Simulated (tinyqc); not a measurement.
Against doping: dopants and charged point defects at anneal temperature: Fermi-level effect, clustering and pairing. Computed by tinyqc, a small Python program. Command: `OMP_NUM_THREADS=1 python tinyqc.py 3016234 3016235 out.jsonl pairing walk`. One thread of a shared host (Intel(R) Xeon(R) Processor @ 2.30GHz), about 0.02 s of CPU time with the checks.

Boltzmann statistics and full ionisation of active dopants. Energies are counted from the valence band; the defect (a vacancy or self-interstitial) has five charge states, with all degeneracy factors one.

Inputs (values chosen for the exercise, for a model semiconductor):
```
quantity                                         value   unit
gap at 0 K E_g0                                    1.4     eV
Varshni alpha                                 0.000652   eV/K
Varshni beta                                       176      K
electron mass m_e                               0.0826    m_0
valleys M_c                                          1      -
hole mass m_h                                    0.543    m_0
anneal temperature T                               950      K
total dopant density N                         7.3e+20  cm^-3
formation enthalpy of the neutral defect H_f      2.77     eV
formation entropy S_f                              2.3    k_B
site density N_s                               4.4e+22  cm^-3
dopant atoms per cluster k                           4      -
cluster binding energy E_b                        1.91     eV
```

Dopant: acceptor. Second part: clustering of the dopant.

defect levels as fractions of E_g(T): (2+/+), (+/0), (0/-), (-/2-): 0.059  0.15  0.58  0.8

Constants: m_0 = 9.1093837015e-31 kg; k_B = 1.380649e-23 J/K; h = 6.62607015e-34 J s; k_B = 8.617333262e-05 eV/K.

Method:
- E_g = E_g0 - alpha T^2/(T + beta).
- N_c = 2 M_c (2 pi m_e k_B T/h^2)^(3/2) and N_v = 2 (2 pi m_h k_B T/h^2)^(3/2), masses in units of m_0.
- n_i = sqrt(N_c N_v) exp(-E_g/2 k_B T); E_i = E_g/2 + (k_B T/2) ln(N_v/N_c).
- p = A/2 + sqrt(A^2/4 + n_i^2) for an active density A.
- k ionised dopants and k carriers form one neutral cluster: C = N_s (A/N_s)^k (p/N_b)^k exp(E_b/k_B T), N_b the effective density of states of the majority band, and N = A + k C (60 bisections in ln A between ln N - 90 and ln N).
- chi = n/n_i (for acceptors n_i/p); E_F = E_i + k_B T ln chi; field enhancement h = 1 + A/sqrt(A^2 + 4 n_i^2).
- C_0 = N_s exp(S_f/k_B) exp(-H_f/k_B T). Ratios to the neutral state at E_F = E_i: r_+ = exp((E(+/0) - E_i)/k_B T), r_2+ = r_+ exp((E(2+/+) - E_i)/k_B T), r_- = exp((E_i - E(0/-))/k_B T), r_2- = r_- exp((E_i - E(-/2-))/k_B T); at other E_F state q scales as chi^(-q). The enhancement is sum r_q chi^(-q)/sum r_q. The charge on the defects is left out of neutrality.
- chi = n/n_i; h = 1 + A/sqrt(A^2 + 4 n_i^2); the dopant diffusivity over its intrinsic value is D/D_i = enhancement x h x A/N, if every charge state carries the dopant equally well.

E_g = 0.877416 eV

k_B T = 0.0818647 eV

n_i = 6.48563e+16 cm^-3

E_i = 0.554327 eV

effective density of states N_b of the majority band = 5.65816e+19 cm^-3

neutral defects C_0 = 8.85927e+08 cm^-3

Charge states:
```
state      ratio r  intrinsic (cm^-3)  doped (cm^-3)
2+     1.23421e-05        1.09342e+04    4.73989e+09
+      5.72117e-03        5.06853e+06    3.33713e+09
0      1.00000e+00        8.85927e+08    8.85927e+08
-      1.74176e+00        1.54307e+09    2.34366e+06
2-     2.87037e-01        2.54294e+08    5.86617e+02
```

Trend at the anneal temperature:
```
N (cm^-3)  active A (cm^-3)         chi  defect enhancement  mean charge   D/D_i
1.90e+15         1.9000e+15  9.8546e-01              0.9890      -0.7558  1.0034
1.10e+16         1.1000e+16  9.1879e-01              0.9388      -0.7296  1.0181
5.70e+16         5.7000e+16  6.5286e-01              0.7475      -0.6053  1.0482
3.10e+17         3.1000e+17  2.0078e-01              0.4581      -0.2473  0.8807
1.70e+18         1.7000e+18  3.8095e-02              0.4038       0.0816  0.8065
9.10e+18         9.0971e+18  7.1290e-03              0.6781       0.6200  1.3558
5.00e+19         2.7803e+19  2.3327e-03              1.8865       1.2201  2.0980
2.70e+20         3.7295e+19  1.7390e-03              2.7596       1.3672  0.7624
1.50e+21         4.6891e+19  1.3831e-03              3.8195       1.4699  0.2388
```

What follows from these numbers?

Well below n_i = 6.49e16 cm^-3 chi and the enhancement are near 1. At any doping d ln(enhancement)/d ln chi equals minus the mean charge, which goes from -0.76 to +1.47 over the rows. The defect density first falls, because doping removes the states with the sign of the ionised dopant before it feeds the opposite ones. Clustering bends A over: its exponent in N falls to 0.13, towards 1/(2k) = 0.125, and D/D_i peaks at N = 5.0e19 cm^-3.

Extremes, crossings and ranges named in words are read from the listed rows.
